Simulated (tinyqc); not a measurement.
Choosing the offset: vacuum evaporation: vapour pressure, source flux, thickness distribution, purity and step coverage. Computed by tinyqc, a small Python program. Command: `OMP_NUM_THREADS=1 python tinyqc.py 3113540 3113541 out.jsonl evap walk`. One thread of a shared host (Intel(R) Xeon(R) Processor @ 2.30GHz), about 0.01 s of CPU time with the checks.

Molecular flow, unit sticking of the metal, no re-evaporation. The background gas is taken as water vapour (18.015 g/mol, collision diameter 0.37 nm) at 300 K.

Inputs (values chosen for the exercise, modelled on copper, with constants for the liquid): directionality n = 4; source-to-wafer distance h = 57 cm; wafer radius R = 5 cm.

Method. Rotating wafer, source offset by s and facing upwards: thickness at radius r is the mean over the angle a of (1 + (r^2 + s^2 - 2 r s cos a)/h^2)^(-(n + 3)/2), by 360 equal steps; non-uniformity (max - min)/(max + min) over 21 radii from 0 to R. The curvature at the centre vanishes at s/h = sqrt(2/(n + 3)).

Against the offset:

| s/h | centre thickness | edge over centre | non-uniformity (%) |
|---|---|---|---|
| 0.0 | 1.0000 | 0.9735 | 1.3413 |
| 0.2 | 0.8717 | 0.9788 | 1.0691 |
| 0.4 | 0.5948 | 0.9911 | 0.4453 |
| 0.5 | 0.4579 | 0.9977 | 0.1150 |
| 0.6 | 0.3409 | 1.0036 | 0.1807 |
| 0.7 | 0.2477 | 1.0085 | 0.4247 |
| 0.8 | 0.1770 | 1.0123 | 0.6121 |
| 0.9 | 0.1254 | 1.0150 | 0.7461 |
| 1.1 | 0.0623 | 1.0179 | 0.8856 |

What follows from these numbers?

The best row, s/h = 0.5, has 0.12 % against 1.3 % on the axis, at the price of a rate lower by a factor 2.18; the small-wafer optimum is sqrt(2/(n + 3)) = 0.53.

Extremes, crossings and ranges named in words are read from the listed rows.
